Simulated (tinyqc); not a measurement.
From lower coupled mode L- back to carrier density N: single-oscillator infrared dielectric function of a polar cubic crystal. Computed by tinyqc, a small Python program. Command: `OMP_NUM_THREADS=1 python tinyqc.py 3029156 3029157 out.jsonl infrared inv`. One thread of a shared host (Intel(R) Xeon(R) Processor @ 2.30GHz), about 0.02 s of CPU time with the checks.

One ion pair, charges +Z* and -Z*, in a cell of volume Omega = a^3/4. Frequencies omega are given as wavenumbers (1/cm); eps_s is the static dielectric constant.

Inputs (values chosen for the exercise, modelled on gallium phosphide):
```
quantity            value        unit
lattice constant a  5.451    angstrom
mass M_A            69.72           u
mass M_B            30.97           u
omega_TO              370        1/cm
Born charge Z*       2.04           e
eps_inf              9.22           -
carrier mass m*       0.3         m_0
carrier mobility      120  cm^2/(V s)
```

Structure: zinc blende. Free carriers: present.

Constants: nu for 1 eV/(angstrom^2 u) = 15.6333042 THz; 1 THz = 33.35640952 1/cm; e^2/(4 pi eps_0) = 14.39964548 eV angstrom; e = 1.602176634e-19 C; eps_0 = 8.8541878128e-12 F/m; m_0 = 9.1093837015e-31 kg; c = 299792458 m/s.

Method:
- mu = M_A M_B/(M_A + M_B); ionic plasma term W^2 = 4 pi Z*^2 (e^2/(4 pi eps_0))/(Omega mu) in eV/(angstrom^2 u), turned into 1/cm by W = 15.6333042 x 33.35640952 x sqrt(W^2); omega_LO^2 = omega_TO^2 + W^2/eps_inf; eps_s = eps_inf + W^2/omega_TO^2; Szigeti charge 3 Z*/(eps_inf + 2); longitudinal (Callen) charge Z*/eps_inf.
- omega_p^2 = N e^2/(eps_0 eps_inf m*), gamma_p = e/(m* x mobility), both divided by 2 pi c (c in cm/s) to give 1/cm. m* is held constant, though in narrow-gap crystals it rises with N at high doping.
- Without damping eps(omega) = 0 gives omega^4 - (omega_LO^2 + omega_p^2) omega^2 + omega_p^2 omega_TO^2 = 0, with roots L- and L+.

Task: A run gave the result below. Find the carrier density N, known to lie between 2.1e+18 and 4.2e+18 1/cm^3.

lower coupled mode L- = 254.7059 1/cm

Result:

Each step takes the trial c = (a f_b - b f_a)/(f_b - f_a), f being the result less the target and a, b, c the logarithms of the listed values; c replaces end b, the old b replaces a if the sign of f changed, and otherwise f_a is halved.

Scan of the range:
```
carrier density N (1/cm^3)  lower coupled mode L- (1/cm)
2.10e+18                                         228.674
2.36e+18                                         240.471
2.65e+18                                         252.362
2.97e+18                                         264.097
3.33e+18                                         275.744
3.74e+18                                         287.222
4.20e+18                                         298.113
```

False position (Illinois rule, in the logarithm of the input) inside the bracket:
```
step        end a        end b        trial  lower coupled mode L- (1/cm)
1     2.65000e+18  2.97000e+18  2.71104e+18                       254.708
2     2.65000e+18  2.71104e+18  2.71095e+18                       254.704
3     2.71104e+18  2.71095e+18  2.71100e+18                       254.706
```

Lower coupled mode L- rises at every point of a 13-point scan of the range (every second point is shown), so one value fits; it is bracketed by 2.65e18 and 2.97e18. Answer: carrier density N = 2.711e18 1/cm^3.

Caution: gamma_p is not small against omega_p, so the plasmon is strongly damped and a plasmon-like coupled mode marks no sharp feature.
